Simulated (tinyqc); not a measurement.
Surface orientation: inversion layer as a triangular well, valleys of the Si type.

Six ellipsoidal valleys with their long axes along the cube axes, mass ml along the axis and mt across it. For a valley whose axis makes the angle theta with the surface normal, 1/m_z = cos^2(theta)/ml + sin^2(theta)/mt sets the confinement; in the plane the masses are m_1 = mt and m_2 = ml mt/m_z, and m_d = sqrt(m_1 m_2).

The field is taken as constant, e F = 4 pi (e^2/4 pi eps0)(Nd + eta Ns)/eps, with 1e12/cm^2 = 1e-4/angstrom^2, and the oxide as a hard wall at z = 0; c = hbar^2/2m0.

Level j of a valley lies at E_j = a_j (c (e F)^2/m_z)^(1/3) above the band edge at the surface, with the Airy zeros a_j = 2.338107, 4.087949, 5.520560, 6.786708, 7.944134, 9.022651, 10.040174, 11.008524, 11.936016, 12.828777, and has <z> = 2 E_j/(3 e F).

Subband i holds n_i = g m_d/(2 pi c) kB T ln(1 + exp((EF - E_i)/kB T)) (spin included), and EF is fixed by sum n_i = Ns over the levels listed or, where none are listed, over j = 0 to 9 of each group; 1e12/cm^2 = 1e-4/angstrom^2.

Constants: hbar^2/2m0 = 3.80998211 eV angstrom^2; e^2/(4 pi eps0) = 14.39964547 eV angstrom; kB = 8.617333262e-05 eV/K.

Values chosen for the exercise (near those of Si; the results hold for these values, not for the real material):

| symbol | value | unit | meaning |
|---|---|---|---|
| ml | 0.901 | m0 | longitudinal mass |
| mt | 0.188 | m0 | transverse mass |
| eps | 11.6 |  | dielectric constant |
| Nd | 0.36 | x 1e12/cm^2 | depletion charge |
| eta | 0.5 |  | share of Ns in the effective field |
| Ns | 7.7 | x 1e12/cm^2 | electron sheet density |
| T | 300 | K | temperature |

The same densities on four faces. m_c is the conductivity mass averaged over directions in the plane: 1/m_c = sum n_i (1/m_1 + 1/m_2)/2 / Ns.

Results:

| face | valleys of lowest | lowest E (eV) | EF (eV) | share of lowest (%) | <z> (angstrom) | m_c (m0) |
|---|---|---|---|---|---|---|
| (100) | 2 | 0.1326 | 0.1625 | 75.5 | 15.8 | 0.205 |
| (110) | 4 | 0.1890 | 0.1753 | 83.0 | 19.8 | 0.284 |
| (111) | 6 | 0.2019 | 0.1781 | 99.7 | 20.5 | 0.293 |
| (211) | 2 | 0.1741 | 0.1746 | 55.8 | 19.5 | 0.278 |

The lowest level is deepest on (100), where a valley axis lies closest to the normal, and the lightest conductivity mass is on (100) (0.205 m0, against 0.293 m0 on (111)). EF, counted from the band edge at the surface, is lowest on (100) and spans 16 meV.

(tinyqc, `OMP_NUM_THREADS=1 python tinyqc.py 1282438 1282439 out.jsonl`, Intel(R) Xeon(R) Processor @ 2.30GHz, 1 thread, shared host, about 0.04 s.)
